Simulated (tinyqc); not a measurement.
LDA (PW92) atom on a uniform radial grid, spin-unpolarised, for B, step by step. Computed by tinyqc, a small Python program that keeps every step. Settings: Z = 5, points = 256, R = 13.9, functional = lda,pw, mixing = 1.0, iteration cap = 70. Command: `OMP_NUM_THREADS=1 python tinyqc.py 26157 26158 out.jsonl` (the two numbers bound the seeds that draw the settings). One thread of a shared host (Intel(R) Xeon(R) Processor @ 2.60GHz), about 1 s of CPU time with the checks. Later iterations appear only in the table of the cycle.

## Iteration 1

Spherical atom on a uniform radial grid r_j = j h with h = R/(N + 1), h sum u^2 = 1 and integrals as h times sums, u(0) = u(R) = 0 (atomic units):
```
parameter            value
Z                        5
points N               256
R                13.900000
h                 0.054086
mixing            1.000000
electrons in 1s          2
electrons in 2s          2
electrons in 2p          1
```

Three-point differences turn -u''/2 + [l(l+1)/2r^2 - Z/r + V] u = e u into a tridiagonal matrix (diagonal 1/h^2 + potential, off-diagonal -1/2h^2). D = sum f u^2; the Hartree potential y/r solves y'' = -D/r with y(0) = 0, y(R) = N_e; v_xc comes from rho = D/(4 pi r^2); E = sum f e - int D V + int D (V_H/2 + eps_xc); V(new) = V + mixing (V_H + v_xc - V).

eigenvalues (hartree): 1s -12.279458, 2s -3.110846, 2p -3.129815

Every 16th grid point:
```
r              V in     u(1s)      u(2s)     u(2p)         D       V_H       v_xc
0.865370   0.000000  0.264289  -0.909450  0.982347  2.758902  5.003684  -0.723314
1.730739   0.000000  0.007348  -0.604785  0.449689  0.933858  2.861623  -0.337372
2.596109   0.000000  0.000153  -0.173380  0.115997  0.073577  1.925236  -0.123010
3.461479   0.000000  2.84e-06  -0.037299  0.023659  0.003342  1.444453  -0.041036
4.326848   0.000000  4.93e-08  -0.006920  0.004243  0.000114  1.155575  -0.012723
5.192218   0.000000  8.23e-10  -0.001173  0.000701  3.24e-06  0.962980  -0.003698
6.057588   0.000000  1.34e-11  -0.000187  0.000110  8.18e-08  0.825411  -0.001023
6.922957   0.000000         0  -0.000028  0.000016  1.89e-09  0.722235  -0.000273
7.788327   0.000000         0  -4.20e-06  2.39e-06  4.10e-11  0.641986  -0.000071
8.653696   0.000000         0  -6.03e-07  3.39e-07         0  0.577788   0.000000
9.519066   0.000000         0  -8.48e-08  4.71e-08         0  0.525262   0.000000
10.384436  0.000000         0  -1.17e-08  6.44e-09         0  0.481490   0.000000
11.249805  0.000000         0  -1.60e-09  8.68e-10         0  0.444452   0.000000
12.115175  0.000000         0  -2.15e-10  1.16e-10         0  0.412706   0.000000
12.980545  0.000000         0  -2.82e-11  1.50e-11         0  0.385192   0.000000
13.845914  0.000000         0          0         0         0  0.361117   0.000000
```

total energy = -22.02236938 hartree

## Iteration 2

As before.

eigenvalues (hartree): 1s -4.864370, 2s -0.036095, 2p 0.045548

Every 16th grid point:
```
r              V in     u(1s)      u(2s)     u(2p)         D       V_H       v_xc
0.865370   4.280370  0.406137  -0.249958  0.071739  0.459999  3.263110  -0.415170
1.730739   2.524250  0.032463  -0.522127  0.137372  0.566213  2.042059  -0.289739
2.596109   1.802226  0.002306  -0.522908  0.187488  0.582028  1.544039  -0.228616
3.461479   1.403417  0.000158  -0.444870  0.231260  0.449300  1.246168  -0.177910
4.326848   1.142852  0.000011  -0.359618  0.273462  0.333431  1.044362  -0.142372
5.192218   0.959281  7.26e-07  -0.285833  0.313446  0.261649  0.898402  -0.118767
6.057588   0.824388  4.90e-08  -0.225673  0.347676  0.222735  0.787784  -0.103249
6.922957   0.721961  3.31e-09  -0.177349  0.371892  0.201209  0.700792  -0.092493
7.788327   0.641915  2.23e-10  -0.138567  0.382296  0.184552  0.630319  -0.084019
8.653696   0.577788  1.51e-11  -0.107291  0.376129  0.164496  0.571885  -0.076229
9.519066   0.525262         0  -0.081839  0.351939  0.137256  0.522580  -0.068213
10.384436  0.481490         0  -0.060831  0.309675  0.103300  0.480452  -0.059468
11.249805  0.444452         0  -0.043127  0.250697  0.066569  0.444141  -0.049675
12.115175  0.412706         0  -0.027764  0.177679  0.033112  0.412646  -0.038488
12.980545  0.385192         0  -0.013909  0.094426  0.009303  0.385188  -0.025100
13.845914  0.361117         0  -0.000810  0.005617  0.000033  0.361117  -0.004141
```

total energy = -23.27067033 hartree

## Convergence

Stop when input and output potentials agree to 1e-7.

Course of the cycle (hartree):
```
iteration             E       e(1s)      e(2s)      e(2p)  largest |V(out) - V(in)|
1          -22.02236938  -12.279458  -3.110846  -3.129815                  9.62e+00
2          -23.27067033   -4.864370  -0.036095   0.045548                  3.35e+00
3          -23.76002432   -7.369291  -0.806835  -0.609045                  1.74e+00
4          -23.85052188   -5.946452  -0.205714  -0.023916                  8.92e-01
5          -23.88982582   -6.675310  -0.457198  -0.252073                  5.49e-01
6          -23.90280332   -6.218001  -0.283183  -0.087769                  3.29e-01
7          -23.90808334   -6.491341  -0.380166  -0.177007                  2.06e-01
8          -23.91002861   -6.319773  -0.317125  -0.118111                  1.27e-01
9          -23.91079840   -6.425285  -0.354982  -0.153136                  7.91e-02
10         -23.91109098   -6.359368  -0.331002  -0.130818                  4.91e-02
11         -23.91120519   -6.400201  -0.345724  -0.144469                  3.06e-02
...                 ...         ...        ...        ...                       ...
28         -23.91127680   -6.384488  -0.340009  -0.139150                  9.47e-06
29         -23.91127680   -6.384496  -0.340012  -0.139152                  5.89e-06
30         -23.91127680   -6.384491  -0.340010  -0.139151                  3.66e-06
31         -23.91127680   -6.384494  -0.340011  -0.139152                  2.28e-06
32         -23.91127680   -6.384492  -0.340010  -0.139151                  1.42e-06
33         -23.91127680   -6.384493  -0.340011  -0.139151                  8.80e-07
34         -23.91127680   -6.384493  -0.340011  -0.139151                  5.47e-07
35         -23.91127680   -6.384493  -0.340011  -0.139151                  3.40e-07
36         -23.91127680   -6.384493  -0.340011  -0.139151                  2.12e-07
37         -23.91127680   -6.384493  -0.340011  -0.139151                  1.32e-07
38         -23.91127680   -6.384493  -0.340011  -0.139151                  8.18e-08
```

Converged in 38 iterations. A uniform grid resolves the cusp poorly: for a bare nucleus this grid gives 1s at -12.27946 against -Z^2/2 = -12.5 hartree. Before convergence this energy mixes input and output and is not variational, so it may rise towards its limit.
